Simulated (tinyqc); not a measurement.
Drifting, spreading and decaying minority pulse (Haynes-Shockley), explicit time steps: one step of the calculation.

Low injection in a uniform field: dn/dt = D d2n/dx2 - v dn/dx - n/tau with D = mu Vt and v = mu F towards +x. Exact solution on an infinite bar for a Gaussian start at x0: n = N0 exp(-t/tau) exp(-(x - x0 - v t)^2/(2 s^2))/sqrt(2 pi s^2), s^2 = s0^2 + 2 D t.

Question. Coefficients of the scheme. Exponentially fitted fluxes: d = F hx/Vt, B(d) = d/(exp(d) - 1), k = D dt/hx^2; (L n)_i = a n_(i-1) + b n_i + c n_(i+1) with a = k B(-d), c = k B(d), b = -a - c - dt/tau. Explicit steps keep n positive for dt up to 1/[(D/hx^2)(B(d) + B(-d)) + 1/tau].

Parameters, values chosen for the exercise; mobility that of a made-up semiconductor:
```
symbol,value,unit,meaning
T,300,K,temperature
mu,7020,cm^2/(V s),minority-carrier mobility
F,27,V/cm,sweep field along the drift
hx,28,um,mesh step
tau,8.6e-8,s,lifetime
dt,5.1e-9,s,time step
```

Constants: q = 1.602176634e-19 C, kB = 1.380649e-23 J/K, Vt = kB T/q. Results are converted to the units shown.

Give: D; v; d; a; b; c; positivity limit of dt.

Answer.

D = 181.48 cm^2/s
v = 1.8954e5 cm/s
d = 2.9243
a = 0.36482
b = -0.44372
c = 0.019591
positivity limit of dt = 1.1494e-8 s

tinyqc, about 0.01 s, one thread, Intel Xeon 2.30GHz (shared host): `OMP_NUM_THREADS=1 python tinyqc.py 2310033 2310034 out.jsonl`
